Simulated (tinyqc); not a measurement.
Which input was changed? Model: ion-assisted plasma etching: sheath, surface coverage, synergy and aspect-ratio dependence. Computed by tinyqc, a small Python program. Command: `OMP_NUM_THREADS=1 python tinyqc.py 3030553 3030554 out.jsonl etch which`. One thread of a shared host (Intel(R) Xeon(R) Processor @ 2.30GHz), about 0.07 s of CPU time with the checks.

Radicals adsorb on bare sites; ions remove covered sites with a high yield and bare sites by sputtering; a slow spontaneous reaction acts everywhere, walls included.

Inputs (values chosen for the exercise, close to those used for silicon in a halogen plasma):
```
quantity,value,unit
plasma density n_e,4.7e+11,1/cm^3
electron temperature T_e,4.6,eV
ion mass M_i,35.5,u
sheath voltage V,81,V
radical density n,1.7e+12,1/cm^3
radical mass M_n,35.5,u
gas temperature T_g,500,K
sticking coefficient s,0.068,-
radicals per removed unit x,4,-
yield slope b,0.27,eV^(-1/2)
threshold E_th,5.9,eV
sputter slope b_p,0.016,eV^(-1/2)
sputter threshold E_p,40,eV
spontaneous reaction probability k_c,1.4e-05,-
solid density N,5e+22,1/cm^3
ion temperature T_i,0.61,eV
```

Feature: long trench.

Constants: e = 1.602176634e-19 C; u = 1.6605390666e-27 kg; k_B = 1.380649e-23 J/K; eps_0 = 8.8541878128e-12 F/m.

Method:
- Bohm speed u_B = sqrt(e T_e/M_i); ion flux G_i = 0.61 n_e u_B; radical flux G_n = n c/4 with c = sqrt(8 k_B T_g/(pi M_n)).
- Debye length lambda_D = sqrt(eps_0 T_e/(e n_s)) with n_s = 0.61 n_e, T_e in volts; Child-law sheath d = (sqrt2/3) lambda_D (2 V/T_e)^(3/4); ion energy E = V + T_e/2; angular spread = arctan(sqrt(T_i/E)).
- Yields: Y = b (sqrt(E) - sqrt(E_th)) on covered sites, Y_p = b_p (sqrt(E) - sqrt(E_p)) on bare ones (zero below threshold).
- Steady coverage: s G_n (1 - theta) = x Y G_i theta; removal flux = Y G_i theta + Y_p G_i (1 - theta) + k_c G_n; rate = flux/N, 1 cm/s = 6e8 nm/min.
- Lateral rate = k_c G_n/N; anisotropy = 1 - lateral/vertical; synergy = vertical/(ions alone + radicals alone), with ions alone Y_p G_i/N and radicals alone the lateral rate.

Task: One of these inputs alone was changed, within the range given: electron temperature T_e (2.3 to 9.2); radical density n (8.5e+11 to 3.4e+12); sticking coefficient s (0.034 to 0.136); yield slope b (0.135 to 0.54). Which one, and to what value?

Results:
```
run,coverage theta,synergy,anisotropy
before,0.002147520,1.084463,0.9999341
after,0.001607048,1.085050,0.9999341
```

Result:

Each candidate set to reproduce coverage theta, and what it then gives:
```
candidate,range searched,value needed,synergy,anisotropy
electron temperature T_e (eV),2.3 to 9.2,8.000,1.0620,0.99995
radical density n (1/cm^3),8.5e+11 to 3.4e+12,1.271e12,1.0632,0.99995
sticking coefficient s,0.034 to 0.136,0.05086,1.0632,0.99993
yield slope b (eV^(-1/2)),0.135 to 0.54,0.3610,1.0851,0.99993
```

Only yield slope b fits every result: it went from 0.27 to 0.361 eV^(-1/2). The next best candidate, radical density n, misses one result by 2.0 %.
